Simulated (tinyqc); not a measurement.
# Band bending at a free surface with a continuum of surface states, surface photovoltage and Kelvin probe: several studies

n-type bulk, xi = Ec - EF = Vt ln(Nc/Nd), p0 = ni^2/Nd, ni = sqrt(Nc Nv) exp(-Eg/(2 Vt)), Eg in volts. b is the upward band bending, u = b/Vt. Space charge per area, in units of q: Qc = sign(b) sqrt((2 eps0 eps_r Vt/q) [(Nd + dn)(exp(-u) - 1) + Nd u + (p0 + dn)(exp(u) - 1)]), with dn the excess density under light (flat quasi-Fermi levels; 0 in the dark). The states hold -Ds (E0 - xi - b): negative while the Fermi level lies above the neutrality level. Neutrality: Qc + Qf + (charge of the states) = 0.

Inputs (values chosen for the exercise); band and dielectric values close to those of germanium: temperature T = 300 K; band gap Eg = 0.673 eV; relative permittivity eps_r = 15.8; conduction-band density of states at T Nc = 1.03e19 cm^-3; valence-band density of states at T Nv = 6.01e18 cm^-3; electron affinity chi = 3.97 eV; donor density Nd = 2.9e17 cm^-3; fixed positive charge at the surface Qf = 0 cm^-2; work function of the probe tip pt = 4.94 eV; density of surface states Ds = 1.2e14 cm^-2 eV^-1; depth of their neutrality level below the conduction edge E0 = 0.36 eV.

Constants: q = 1.602176634e-19 C, kB = 1.380649e-23 J/K, Vt = kB T/q, eps0 = 8.8541878128e-14 F/cm where lengths are in cm. Results are converted to the units shown.

Each table varies one quantity; the others keep the values above.

## Photovoltage against injection

Under chopped light the surface charge keeps its dark value, so b falls to bL with Qc(bL, dn) = Qc(b, 0); the photovoltage is b - bL.

Photovoltage against injection:
```
dn (cm^-3)    bL (V)  photovoltage (mV)  share of b removed (%)
2.7e8        0.25866          5.3294e-4               2.0604e-4
3.5e9        0.25865          0.0069068               0.0026702
4.4e10       0.25857           0.086561                0.033465
5.6e11       0.25760             1.0609                 0.41017
7.1e12       0.24901             9.6490                  3.7304
9e13         0.21954             39.116                  15.123
1.1e15       0.17464             84.022                  32.484
1.5e16       0.12037             138.29                  53.464
1.8e17      0.067686             190.97                  73.832
2.3e18      0.025883             232.78                  89.993
```

Read the table: what changes, and by how much?

The photovoltage rises from 5.33e-4 to 233 mV, towards the full b = 259 mV. Its steepest rise is 48.8 mV a decade (Vt ln 10 = 59.5 mV), and it reaches 90.0 % of b in the last row: even strong light does not flatten the bands fully, so a saturation reading understates b. For dn = 2.3e18 the injection is high, and a Dember voltage, left out here, adds to the signal.

## Pinning by the surface states

Same model as above.

b solves the neutrality condition in the dark.

Pinning by the surface states:
```
Ds (cm^-2 eV^-1)     b (V)  xi + b (eV)  Qc (cm^-2)
6.7e10            0.001821      0.09411    1.781e10
1.8e11            0.004931      0.09722    4.730e10
5.1e11             0.01426       0.1066    1.293e11
1.4e12             0.04043       0.1327    3.182e11
3.9e12              0.1050       0.1972    6.347e11
1.1e13              0.1859       0.2782    9.003e11
2.9e13              0.2324       0.3247    1.023e12
8.1e13              0.2544       0.3467    1.076e12
```

Read the table: what changes, and by how much?

b rises from 0.00182 to 0.254 V. The Fermi level moves towards E0 = 0.36 eV and is within 13.3 meV of it in the last row; it is half-way there at the Ds that solves Ds b = Qc(b) + Qf with b = (E0 - xi)/2, 5.53e12 cm^-2 eV^-1.

## Kelvin-probe contrast of the doping

Same model as above.

Work function chi + xi + b; contact potential difference CPD = (work function of the sample) - pt.

Result of one run:
```
Nd (cm^-3)  xi (eV)   b (V)  CPD (mV)
1.1e16       0.1769  0.1817    -611.4
```

What becomes of these results when the donor density Nd is changed from 1.1e16 to 2.3e17 cm^-3, all else the same?

Result of the changed run:
```
Nd (cm^-3)  xi (eV)   b (V)  CPD (mV)
2.3e17      0.09828  0.2537    -618.0
```

The whole series:
```
Nd (cm^-3)  xi (eV)   b (V)  CPD (mV)
1.1e16       0.1769  0.1817    -611.4
2e16         0.1614  0.1965    -612.0
3.6e16       0.1462  0.2109    -612.8
6.7e16       0.1302  0.2258    -614.0
1.2e17       0.1151  0.2393    -615.6
2.3e17      0.09828  0.2537    -618.0
4.2e17      0.08272  0.2662    -621.1
7.8e17      0.06671  0.2778    -625.4
```

xi falls by 110 mV over the table and the CPD by 14.0 mV; b rises from 0.182 to 0.278 V. Between the first two rows the CPD follows 3.84 % of the change of xi, and between the last two 27.3 %. It is below 100 % where b rises with the doping (pinning hides it).

tinyqc, about 0.01 s, one thread, Intel Xeon 2.30GHz (shared host): `OMP_NUM_THREADS=1 python tinyqc.py 2430045 2430046 out.jsonl`
